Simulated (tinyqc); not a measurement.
# Landau coefficients from the transition

Problem. u = a0 (T - T0) P^2 + be P^4 + ga P^6 (P in uC/cm^2, E in kV/cm, u in mJ/cm^3). Above the transition chi = Cw/(T - T0) with Cw = 1/(2 eps0 a0); at TC = T0 + be^2/(4 a0 ga) the polarisation jumps by sqrt(-be/(2 ga)). Find a0, be and ga.

Inputs (values chosen for the exercise):
- T0 = 600 K (Curie-Weiss temperature)

Constants: eps0 = 8.8541878128e-14 F/cm where lengths are in cm. Results are converted to the units shown.

TC = 614.828431 K
jump of P at TC = 17.9869234 uC/cm^2
Curie constant = 4.70587111e5 K

Solution. The Curie constant gives a0. At TC both u = 0 and du/dP = 0, which give ga = al/P^4 and be = -2 al/P^2 with al = a0 (TC - T0).

a0 = 0.0120 kV cm/(uC K)
be = -0.00110 kV cm^5/uC^3
ga = 1.70e-6 kV cm^9/uC^5

Computed by the program tinyqc: `OMP_NUM_THREADS=1 python tinyqc.py 2860146 2860147 out.jsonl`, one thread of a shared Intel Xeon 2.30GHz, about 0.01 s for the whole run.
